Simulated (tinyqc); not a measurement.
Semiconductor laser, carrier and photon rate equations: one step of the calculation.

Carrier density N and photon density S in one mode: dN/dt = F1 = eta I/(q V) - (A N + B N^2 + C N^3) - vg g S; dS/dt = F2 = G vg g S + G be B N^2 - S/tp, with g = g0 ln(N/Ntr)/(1 + ec S). Output power P = Fo Eph S V/(G tp). No heating, no carrier transport.

Task. Steady state by Newton steps. Jacobian, with a = g0/(N (1 + ec S)) and d = g/(1 + ec S): J11 = -(A + 2 B N + 3 C N^2) - vg a S, J12 = -vg d, J21 = G vg a S + 2 G be B N, J22 = G vg d - 1/tp. Solve J d = -F and add d to (N, S).

Inputs (values chosen for the exercise):
- V = 4.5e-12 cm^3 (active volume)
- G = 0.033 (confinement factor)
- vg = 7.32e9 cm/s (group velocity)
- g0 = 1100 1/cm (gain coefficient)
- Ntr = 2.5e18 cm^-3 (transparency density)
- ec = 2.1e-17 cm^3 (gain compression)
- tp = 3.1 ps (photon lifetime)
- A = 6.7e7 1/s (defect recombination coefficient)
- B = 8.6e-11 cm^3/s (radiative coefficient)
- C = 2.1e-30 cm^6/s (Auger coefficient)
- be = 0.00076 (share of spontaneous emission into the mode)
- eta = 0.8 (injection efficiency)
- I = 29 mA (drive current)

Constants: q = 1.602176634e-19 C. Results are converted to the units shown.

(N, S) after iteration 1: N (1e18 cm^-3) 8.9074229, S (1e15 cm^-3) 2.3849133

Find: F1, F2; J; (N, S) after iteration 2.

Result.

F1, F2 (1e27 cm^-3/s): [0.038177, -0.0023710]

J (1/ns):
```
,N,S
F1,-4.1520,-9278.2
F2,0.067789,-16.400
```

(N, S) after iteration 2: N (1e18 cm^-3) 8.9399, S (1e15 cm^-3) 2.3745

Computed by the program tinyqc: `OMP_NUM_THREADS=1 python tinyqc.py 2840111 2840112 out.jsonl`, one thread of a shared Intel Xeon 2.30GHz, about 0.01 s for the whole run.
